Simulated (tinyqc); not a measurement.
Worked calculation: two-mode optical phonons of a ternary alloy from two coupled oscillators. Computed by tinyqc, a small Python program that keeps every step. Command: `OMP_NUM_THREADS=1 python tinyqc.py 3005669 3005670 out.jsonl twomode walk`. One thread of a shared host (Intel(R) Xeon(R) Processor @ 2.30GHz), about 0.01 s of CPU time with the checks. Intermediate numbers are printed to about 6 digits and carried at full precision; extremes and crossings named in words are read from the listed rows.

An alloy A(x)B(1-x)C has an A-C and a B-C bond oscillator. Each TO frequency moves linearly from the impurity mode (dilute end) to the TO of the pure crystal; each strength is proportional to the number of bonds.

Inputs (values chosen for the exercise, for a model alloy): omega_TO of pure AC = 306 1/cm; omega_LO of pure AC = 370 1/cm; omega_TO of pure BC = 254 1/cm; omega_LO of pure BC = 269 1/cm; eps_inf of AC = 4.7; eps_inf of BC = 7.18; impurity mode of A in BC = 297 1/cm; impurity mode of B in AC = 235 1/cm; fraction x of A = 0.95; damping gamma = 9.4 1/cm; electron mass m* = 0.2 m_0.

Constants: e^2/(4 pi eps_0) = 14.39964548 eV angstrom; hbar^2/(2 m_0) = 3.80998212 eV angstrom^2; 1 THz = 33.35640952 1/cm; h x 1 THz = 4.135667696 meV.

## The two oscillators

omega_1 = (impurity mode of A) + x (omega_TO,AC - impurity mode of A); omega_2 = (impurity mode of B) + (1 - x)(omega_TO,BC - impurity mode of B); eps_inf = x eps_AC + (1 - x) eps_BC; strengths W_1 = x eps_AC (omega_LO,AC^2 - omega_TO,AC^2), W_2 = (1 - x) eps_BC (omega_LO,BC^2 - omega_TO,BC^2).

omega_1 (A-C, TO) = 305.55 1/cm

omega_2 (B-C, TO) = 235.95 1/cm

eps_inf = 4.824

W_1 = 193174 1/cm^2

W_2 = 2816.355 1/cm^2

## LO modes, coupled by the field

eps(omega) = eps_inf + W_1/(omega_1^2 - omega^2) + W_2/(omega_2^2 - omega^2) = 0 is the eigenproblem of the matrix [[omega_1^2 + W_1/eps_inf, sqrt(W_1 W_2)/eps_inf], [sqrt(W_1 W_2)/eps_inf, omega_2^2 + W_2/eps_inf]] for omega_LO^2. Uncoupled values keep the diagonal alone. eps_s = eps_inf + W_1/omega_1^2 + W_2/omega_2^2.

matrix (1/cm^2):
$$\begin{pmatrix}
133405 & 4835 \\
4835 & 56256
\end{pmatrix}$$

lower LO mode = 236.547 1/cm

upper LO mode = 365.660 1/cm

uncoupled values (1/cm): [237.184, 365.247]

eps_s = 6.94370

The field pushes the upper mode up by 0.41 and the lower one down by 0.64 per cm; the lower LO stays between the two TO modes.

## Share of the polar coupling

The polar coupling of mode j is c_j = (u_j . sqrt(W))^2/(eps_inf^2 omega_j^2), u_j its eigenvector and omega_j here its LO frequency; the c_j add up to 1/eps_inf - 1/eps_s. Froehlich constant alpha_j = (e^2/(4 pi eps_0)) c_j k_j/(2 E_j), E_j = h c omega_j, k_j = sqrt(m* E_j/(hbar^2/(2 m_0))).

c_j, lower and upper mode: [5.02563e-04, 0.0627788]

share of the upper mode = 0.992058

alpha_j, lower and upper mode: [0.00484088, 0.486370]

The upper mode holds 99 % of the coupling, against 98 % of the ionic part of eps_s for the upper oscillator: the field moves strength to the higher mode.

## Reflectivity

With damping, each denominator is omega_j^2 - omega^2 - i gamma omega; R = |(sqrt(eps) - 1)/(sqrt(eps) + 1)|^2.

Spectrum:
```
omega (1/cm)     Re eps    Im eps          R
222             9.59521  0.337154   0.262241
236             9.92153   1.57043   0.272155
237             9.73096   1.51435   0.268357
241             9.65656  0.933699   0.264677
287             21.2954   4.07888   0.419709
306            -1.61679   66.5546   0.711341
336            -4.86167   1.56073   0.794536
366           0.0634897  0.401983   0.183831
373            0.594240  0.322867  0.0251406
402             1.97543  0.157209  0.0290696
```

## Modes across the composition range

The formulas are those given above.

Frequencies (1/cm):
```
x     TO, A-C  TO, B-C  lower LO  upper LO  coupling share of the upper LO    eps_s
0.02   297.18   253.62   267.967   298.571                        0.118274  8.03462
0.10   297.90   252.10   264.354   304.404                        0.418761  7.95878
0.20   298.80   250.20   260.482   311.218                        0.617659  7.85934
0.35   300.15   247.35   255.295   321.205                        0.777181  7.70040
0.50   301.50   244.50   250.459   331.377                        0.866729  7.52958
0.65   302.85   241.65   245.782   342.027                        0.923795  7.34667
0.80   304.20   238.80   241.164   353.381                        0.963235  7.15146
0.90   305.10   236.90   238.089   361.450                        0.983359  7.01436
0.98   305.82   235.38   235.619   368.248                        0.996908  6.90062
```

The upper LO moves from 298.6 to 368.2 and the lower from 268.0 to 235.6 per cm. At each dilute end one LO-TO pair closes onto an impurity mode. The upper LO shifts by +0.69 per cm for each per cent of x near the middle, which is how Raman spectra measure composition. Its share of the polar coupling passes one half between x = 0.1 and 0.2.

Checks made by the program: generalised Lyddane-Sachs-Teller relation (relative difference below 1e-10); sum of the couplings (relative difference below 1e-10).
